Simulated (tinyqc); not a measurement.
Decay of LO phonons and the hot-phonon bottleneck in the cooling of electrons: one step, computed by the program tinyqc.

n(E, T) = 1/(exp(E/(k_B T)) - 1) is the Bose occupation. Electrons have a temperature T_e; the LO modes within their reach share one occupation N; the decay products stay at the lattice temperature.

Problem. Spontaneous emission time. Froehlich coupling alpha = (e^2/(4 pi eps_0)) (1/eps_inf - 1/eps_s) k_0/(2 hbar omega), k_0 = sqrt(m* hbar omega/(hbar^2/(2 m_0))); emission time tau_sp = hbar/(2 alpha hbar omega); bottleneck ratio r = (n/N_m) tau/tau_sp.

Inputs (values chosen for the exercise, modelled on indium arsenide): LO energy hbar omega = 30.5 meV; lattice temperature T = 300 K; electron mass m* = 0.026 m_0; eps_inf = 12.6; static dielectric constant eps_s = 15.5; electron density n = 9e+17 1/cm^3; density of LO modes that the electrons reach, N_m = 6.5e+19 1/cm^3.

Decay channel: two unequal phonons (Ridley).

phonon lifetime tau = 1.712870 ps

Constants: e^2/(4 pi eps_0) = 14.39964548 eV angstrom; hbar^2/(2 m_0) = 3.80998212 eV angstrom^2; hbar = 6.582119569e-16 eV s.

Give: alpha; emission time tau_sp; bottleneck ratio r.

Solution.

alpha = 0.050570

emission time tau_sp = 213.37 fs

bottleneck ratio r = 0.11115

r compares the rate at which electrons exchange quanta with a mode to its decay rate. Decay is much faster: hardly any bottleneck.
